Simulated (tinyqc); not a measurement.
Thermal stress and diffusional relaxation in a metal film: Coble and Nabarro-Herring creep, cooling and holds: one step, computed by the program tinyqc.

A thin film on a rigid substrate is stress-free at T0. Tension is positive and the film creeps linearly: d sigma/dt = -M (mismatch) dT/dt - sigma/tau.

Question. Creep at the hold temperature. Creep rate per stress: Nabarro-Herring 14 D Omega/(k_B T d^2), Coble (14 pi) delta D_b Omega/(k_B T d^3), with D = D0 exp(-E/(k_B T)), delta D_b = (delta D_b)0 exp(-E_b/(k_B T)); 1/tau = M x (sum of both)/2 (biaxial strain rate is half the uniaxial one). Temperatures in kelvin are T(C) + 273.15. sigma(t) = sigma_0 exp(-t/tau), relaxed part sigma_0 - sigma(t); the grain size where both mechanisms are equal is pi delta D_b/D.

Inputs (values chosen for the exercise, modelled on silver films on silicon):
```
quantity,value,unit
biaxial modulus M,140,GPa
atomic volume Omega,17,angstrom^3
lattice prefactor D0,4.8e-05,m^2/s
lattice energy E,1.92,eV
boundary prefactor (delta D_b)0,6.1e-15,m^3/s
boundary energy E_b,0.897,eV
grain size d,1.7,um
stress-free temperature T0,300,C
hold temperature T,140,C
hold time t,0.19,h
yield stress,260,MPa
```

stress after a quench sigma_0 = 347.2 MPa

Constants: k_B = 1.380649e-23 J/K; k_B = 8.617333262e-05 eV/K.

Give: Nabarro-Herring rate; Coble rate; relaxation time tau; stress after the hold; stress relaxed during the hold; crossover grain size.

Answer.

Nabarro-Herring rate = 2.6288e-24 1/(Pa s)

Coble rate = 1.8601e-15 1/(Pa s)

relaxation time tau = 2.1334 h

stress after the hold = 317.61 MPa

stress relaxed during the hold = 29.585 MPa

crossover grain size = 1.2029e+09 um

Coble creep is 7.1e8 times as fast as Nabarro-Herring creep at this grain size. The crossover size is formal, far above any film grain. Caution: the elastic stress exceeds the yield stress, so dislocation glide would cap it first. Caution: bulk creep laws overstate relaxation in a bonded film, where the substrate constrains boundary diffusion, and dislocation glide is left out.
